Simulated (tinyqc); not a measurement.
Inside a calculation. Method: lattice vibrations of a chain. One step of it, computed by the program tinyqc.

Task: Frequencies. omega^2 are the eigenvalues; wavenumber = 521.4708 sqrt(eigenvalue) 1/cm.

D(q) (eV/(angstrom^2 u)):
```
                     1                    2                    3                    4
1             0.497312            -0.756971  -0.012404+0.031329i   0.065162+0.061192i
2            -0.756971            10.131579            -1.725125  -0.030035+0.075860i
3  -0.012404-0.031329i            -1.725125             1.038869            -0.400630
4   0.065162-0.061192i  -0.030035-0.075860i            -0.400630             0.410582
```

Give: eigenvalues; wavenumbers; weights |e|^2 of the mass-weighted modes.

Result:

eigenvalues: 0.1157  0.4201  1.0389  10.5036

wavenumbers (1/cm): 177.4  338.0  531.5  1690.0

weights |e|^2 of the mass-weighted modes:
```
        mode 1  mode 2  mode 3  mode 4
atom 1  0.0664  0.8598  0.0683  0.0055
atom 2  0.0117  0.0098  0.0160  0.9625
atom 3  0.2985  0.0441  0.6253  0.0320
atom 4  0.6234  0.0863  0.2903  0.0001
```
